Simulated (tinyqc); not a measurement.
CMOS inverter, nodal equation and switching: two steps of the calculation.

An n-channel pull-down (bn, VTn) and a p-channel pull-up (bp, VTp) share the input Vin and the output node Vout, which carries the load C. Transistor (EKV form, voltages against the body): I = 2 n b Vt^2 [F(vp - Vs) - F(vp - Vd)] from drain to source, F(v) = ln^2(1 + exp(v/(2 Vt))), vp = (Vg - VT + sg |Vd - Vs|)/n. n-channel bodies are at 0; for the p-channel device all voltages are counted down from Vdd. b in uA/V^2 gives I in uA. Static: In = Ip. Transient: C dVout/dt = Ip - In. No velocity saturation, no gate capacitance beyond C.

Values chosen for this exercise:
- T = 273 K (temperature)
- Vdd = 0.75 V (supply voltage)
- n = 1.28 (slope factor)
- sg = 0.115 (drain-induced barrier lowering)
- VTn = 0.28 V (n-channel threshold)
- VTp = 0.31 V (p-channel threshold (magnitude))
- bn = 550 uA/V^2 (gain factor of the pull-down transistor)
- bp = 440 uA/V^2 (gain factor of the pull-up transistor)
- C = 0.8 fF (load capacitance)

Constants: q = 1.602176634e-19 C, kB = 1.380649e-23 J/K, Vt = kB T/q. Results are converted to the units shown.

Task 1. Switching point and noise margins. VM solves In = Ip with Vin = Vout. VIL and VIH are the inputs at which the gain is -1; NML = VIL - Vout(VIH), NMH = Vout(VIL) - VIH.

Find: VM; gain at VM; VIL; VIH; NML; NMH.

Result 1.

VM = 0.35418 V
gain at VM = -8.6952
VIL = 0.28483 V
VIH = 0.41700 V
NML = 0.24747 V
NMH = 0.29519 V

VM lies 21 mV below Vdd/2, and the high margin is the larger one. With both transistors saturated the size of the gain tends to 1/sg = 8.70; here it is within 0.01 % of that.

Task 2. Delays and energy. For a step input the delay to Vdd/2 is tHL = C times the integral of dV/(In - Ip) from Vdd/2 to Vdd at Vin = Vdd, and tLH likewise with Ip - In from 0 to Vdd/2 at Vin = 0. Energy drawn for one full cycle of the output: C Vdd^2. Leakage power: Vdd times the mean of the supply currents at Vin = 0 and Vdd.

Give: tHL; tLH; energy; leakage power.

Result 2.

tHL = 4.8989 ps
tLH = 6.8700 ps
energy = 0.45000 fJ
leakage power = 0.58635 nW

tinyqc, about 0.06 s, one thread, Intel Xeon 2.30GHz (shared host): `OMP_NUM_THREADS=1 python tinyqc.py 2340166 2340167 out.jsonl`
